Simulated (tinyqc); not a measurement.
Landau levels of bilayer graphene: one step. The lowest levels. Two cases, with inputs chosen for the exercise.

Question. List the eight lowest, in meV, with the gap to the next.

Four-band model without bias: with w = sqrt(2) hv/l, E_N^2 = [g1^2 + (2N - 1) w^2 - sqrt(g1^4 + 2 (2N - 1) g1^2 w^2 + w^4)]/2 for N >= 2, and E = 0 for N = 0, 1. The two-band limit is hbar wc sqrt(N (N - 1)) with hbar wc = w^2/g1. Each level is fourfold; of the eight zero-energy states half belong to the electrons.

In a field B along z: l = 1/sqrt((e/hbar) B) is the magnetic length, n_B = B/(h/e) the number of states per area in one level, hbar wc = 2 muB B/m for mass m in m0; 1/angstrom^2 = 1e16/cm^2.

Constants: e/hbar = 1.519267448e-05 1/(T angstrom^2); h/e = 413566.7697 T angstrom^2; muB = 5.788381798e-05 eV/T.

Give: a table of label, E (meV), gap above (meV).

Case 1.

Values chosen (out of a larger set: near those of bilayer graphene; not measured data): hv = 6.93 eV angstrom (hbar v); g1 = 0.404 eV (interlayer hopping); B = 12.4 T (magnetic field).

Answer.

Levels:

| label | E (meV) | gap above (meV) |
|---|---|---|
| 0,1 | 0.000 | 55.260 |
| 2 | 55.260 | 34.160 |
| 3 | 89.419 | 29.975 |
| 4 | 119.395 | 27.236 |
| 5 | 146.631 | 25.185 |
| 6 | 171.815 | 23.555 |
| 7 | 195.370 | 22.213 |
| 8 | 217.583 | 21.082 |

The largest of these gaps, 55.26 meV, first occurs above level 0,1 and is kB T at 641 K.

Case 2.

Values chosen (out of a larger set: near those of bilayer graphene; not measured data): hv = 6.59 eV angstrom (hbar v); g1 = 0.42 eV (interlayer hopping); B = 1.7 T (magnetic field).

Answer.

Levels:

| label | E (meV) | gap above (meV) |
|---|---|---|
| 0,1 | 0.000 | 7.415 |
| 2 | 7.415 | 5.277 |
| 3 | 12.691 | 5.053 |
| 4 | 17.744 | 4.912 |
| 5 | 22.656 | 4.796 |
| 6 | 27.452 | 4.694 |
| 7 | 32.146 | 4.600 |
| 8 | 36.747 | 4.513 |

The largest of these gaps, 7.41 meV, first occurs above level 0,1 and is kB T at 86 K.

Computed by tinyqc, one run a case: `OMP_NUM_THREADS=1 python tinyqc.py N N+1 out.jsonl` with N = 1251681, 1280890; one thread of a shared Intel(R) Xeon(R) Processor @ 2.30GHz, about 0.01 s a run at most.
